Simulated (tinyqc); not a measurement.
Crystal pulling from the melt: segregation, interface stability, heat balance and point-defect regime: one step, computed by the program tinyqc. Command: `OMP_NUM_THREADS=1 python tinyqc.py 3000310 3000311 out.jsonl pull walk`. One thread of a shared host (Intel(R) Xeon(R) Processor @ 2.30GHz), about 0.01 s of CPU time with the checks.

A dilute solute; steady pulling with a flat interface unless it is found unstable.

Problem. Constitutional supercooling. Liquidus slope per concentration (van 't Hoff): |m| = k_B T_m^2 (1 - k0)/L. Solute gradient at the interface: G_C = (V/D) C_s (1 - k0)/k0. Constitutional supercooling sets in when |m| G_C > G_L. Critical C_s from the equality.

Inputs (values chosen for the exercise, modelled on aluminium in silicon):
```
quantity,value,unit
equilibrium coefficient k0,0.002,-
diffusivity in the melt D,0.00019,cm^2/s
pull rate V,1.7,mm/min
gradient in the melt G_L,5.9,K/cm
latent heat per volume L,4250,J/cm^3
melting point T_m,1685,K
```

C_s = 9.074952e+14 1/cm^3

Constants: k_B = 1.380649e-23 J/K.

Give: |m|; |m| G_C; critical C_s; ratio |m| G_C/G_L.

Solution.

|m| = 9.205e-21 K cm^3

|m| G_C = 0.06216 K/cm

critical C_s = 8.614e+16 1/cm^3

ratio |m| G_C/G_L = 0.01054

The interface is stable by this test, with a margin of 95.
